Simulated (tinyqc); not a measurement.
MOSFET in the linear regime without short-channel effects, parameter extraction from computed curves: extraction methods against the second mobility attenuation factor.

Inversion charge Q = Cox n Vt W0(exp((Vg - VT)/(n Vt))), W0 the Lambert function and n = nf; u = Q/Cox; mobility mu = mu0/(1 + th1 u + th2 u^2); channel resistance Rch = (L - dL)/(W mu Q); Id = Vd/(Rch + Rsd/W). Cox = eps0 eox/tox. Small Vd, no channel-length or drain effects.

From the continuous curve Id(Vg): tangent at peak gm (V_ext = Vg - Id/gm); constant current Id = 0.1 uA W/L; peak of d2Id/dVg2; Y = Id/sqrt(gm) drawn through Vg = VT + 0.6 and VT + 0.8 V, with intercept VT_Y and slope s. Mobilities gm,max L/(W Cox Vd) and s^2 L/(W Cox Vd) with the drawn L. Last column: share of Rsd/W in the total resistance at VT + 0.8 V.

Parameters, values chosen for the exercise; channel values of the order met in silicon transistors:
- T = 77 K (temperature)
- eox = 3.9 (relative permittivity of the gate insulator (close to silicon dioxide))
- tox = 1 nm (insulator thickness)
- mu0 = 94 cm^2/(V s) (low-field mobility)
- th1 = 0.7 1/V (first mobility attenuation factor)
- VT = 0.38 V (threshold voltage)
- nf = 1.46 (body factor)
- W = 10 um (gate width)
- L = 0.62 um (drawn gate length)
- dL = 0.015 um (drawn less effective length)
- Rsd = 250 ohm um (source plus drain resistance)
- Vd = 0.01 V (drain voltage)

Constants: q = 1.602176634e-19 C, kB = 1.380649e-23 J/K, Vt = kB T/q, eps0 = 8.8541878128e-14 F/cm where lengths are in cm. Results are converted to the units shown.

Results:

| th2 (1/V^2) | V_ext (V) | constant current (V) | second derivative (V) | VT_Y (V) | mobility from gm (cm^2/(V s)) | mobility from Y (cm^2/(V s)) | series share (%) |
|---|---|---|---|---|---|---|---|
| 0 | 0.385 | 0.422 | 0.378 | 0.406 | 75.6 | 93.5 | 6.23 |
| 0.06 | 0.385 | 0.422 | 0.378 | 0.423 | 75.5 | 101 | 6.10 |
| 0.12 | 0.385 | 0.422 | 0.378 | 0.441 | 75.4 | 110 | 5.98 |
| 0.24 | 0.385 | 0.422 | 0.378 | 0.475 | 75.3 | 131 | 5.74 |
| 0.3 | 0.385 | 0.422 | 0.378 | 0.493 | 75.2 | 143 | 5.63 |
| 0.36 | 0.385 | 0.422 | 0.378 | 0.510 | 75.2 | 157 | 5.53 |

Estimate the missing row, th2 = 0.18 1/V^2.

Computed row:

| th2 (1/V^2) | V_ext (V) | constant current (V) | second derivative (V) | VT_Y (V) | mobility from gm (cm^2/(V s)) | mobility from Y (cm^2/(V s)) | series share (%) |
|---|---|---|---|---|---|---|---|
| 0.18 | 0.385 | 0.422 | 0.378 | 0.458 | 75.4 | 120 | 5.86 |

With this row back in the table: The model has VT = 0.38 V and mu0 = 94 cm^2/(V s). Over the table the extracted thresholds move by under 0.5 mV (tangent), under 0.5 mV (constant current), under 0.5 mV (second derivative), 100 mV (Y function). The mobility from gm falls from 75.6 to 75.2 and that from Y rises from 93.5 to 157 cm^2/(V s).

Numbers from tinyqc (`OMP_NUM_THREADS=1 python tinyqc.py 2210032 2210033 out.jsonl`; about 0.01 s on one thread of a shared Intel Xeon 2.30GHz).
